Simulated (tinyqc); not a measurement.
MOS inversion layer, Poisson-Schroedinger loop: course of the self-consistent loop.

Electrons confined at an insulator interface at z = 0, treated as a hard wall; parabolic valleys, Hartree approximation, no image or exchange terms. The depletion charge lies far deeper than the electrons and gives a uniform field q Nd/(eps0 eps_r); the gate balances all charge. Energies are counted from the band edge at the interface.

V0 = q Nd z/(eps0 eps_r) in eV.

Tridiagonal Hamiltonian with psi = 0 one step beyond both ends: H_ii = C (1/m_(i-1/2) + 1/m_(i+1/2))/hz^2 + V0_i + U_i (+ dE for the set B), H_(i,i+1) = -C/(m_(i+1/2) hz^2), C = hbar^2/(2 m0). The lowest 2 level(s) of each valley set are kept, normalised to hz sum |psi|^2 = 1. The mass is the same on all intervals.

Level k holds N_k = D_k Vt ln(1 + exp((EF - E_k)/Vt)) with D = md1 m0 q/(pi hbar^2) for the set A, D = 3 md2 m0 q/(pi hbar^2) for the set B per eV (spin included); EF is fixed by sum N_k = Ns.

n_i = sum_k N_k |psi_k|^2 (converted to cm^-3). Hartree part by Gauss: on the interval before node i the electrons still beyond are S_i = Ns - hz sum_(j<i) n_j, and U_i = U_(i-1) + q S_i hz/(eps0 eps_r) in eV, U_0 = 0 at the interface. Mixing: U(new) = U + a (U(out) - U).

Start from U = 0. Stop when the largest |U(out) - U| is below 1e-7 eV, or after 40 rounds.

Inputs (values chosen for the exercise); masses and permittivity close to those of germanium (111): temperature T = 300 K; relative permittivity eps_r = 15.8; mass along z of valley set A (1 valley(s)) mz1 = 1.6 m0; in-plane density-of-states mass of set A md1 = 0.0835 m0; mass along z of valley set B (3 valley(s)) mz2 = 0.0902 m0; in-plane density-of-states mass of set B md2 = 0.345 m0; sheet density of electrons Ns = 8.1e12 cm^-2; sheet density of depletion charge Nd = 4.1e10 cm^-2; extra shift of set B (strain) dE = 0 eV; mesh step hz = 1.5 nm; mixing factor a = 1.

Constants: q = 1.602176634e-19 C, kB = 1.380649e-23 J/K, hbar = 1.054571817e-34 J s, m0 = 9.1093837015e-31 kg, Vt = kB T/q, eps0 = 8.8541878128e-14 F/cm where lengths are in cm, hbar^2/(2 m0) = 0.0380998212 eV nm^2. Results are converted to the units shown.

```
node,z (nm)
1,1.5
2,3
3,4.5
4,6
5,7.5
6,9
7,10.5
8,12
9,13.5
10,15
11,16.5
12,18
13,19.5
14,21
```

Course of the iteration:
```
round,level A1 (eV),EF (eV),largest |U(out) - U| (eV)
1,0.00403770,-0.00198717,0.971
2,0.160206,0.307043,0.793
3,0.157769,0.173048,0.687
4,0.160112,0.298940,0.680
5,0.158193,0.179183,0.657
6,0.160092,0.297284,0.655
7,0.158267,0.180513,0.650
8,0.160087,0.296897,0.649
9,0.158284,0.180829,0.648
...,...,...,...
32,0.160086,0.296773,0.647
33,0.158289,0.180931,0.647
34,0.160086,0.296773,0.647
35,0.158289,0.180931,0.647
36,0.160086,0.296773,0.647
37,0.158289,0.180931,0.647
38,0.160086,0.296773,0.647
39,0.158289,0.180931,0.647
40,0.160086,0.296773,0.647
```

Did this iteration meet its convergence test, and what does its course show?

No. Not converged within 40 rounds: the residual has levelled off at one value. The lowest level moves up and down in turn: each round overcorrects the one before. Reruns converge within the same cap with Anderson mixing of depth 4 with a = 0.5 (15 rounds) and with plain mixing with a = 0.5 (22 rounds).

Computed by the program tinyqc: `OMP_NUM_THREADS=1 python tinyqc.py 2160081 2160082 out.jsonl`, one thread of a shared Intel Xeon 2.30GHz, about 1 s for the whole run.
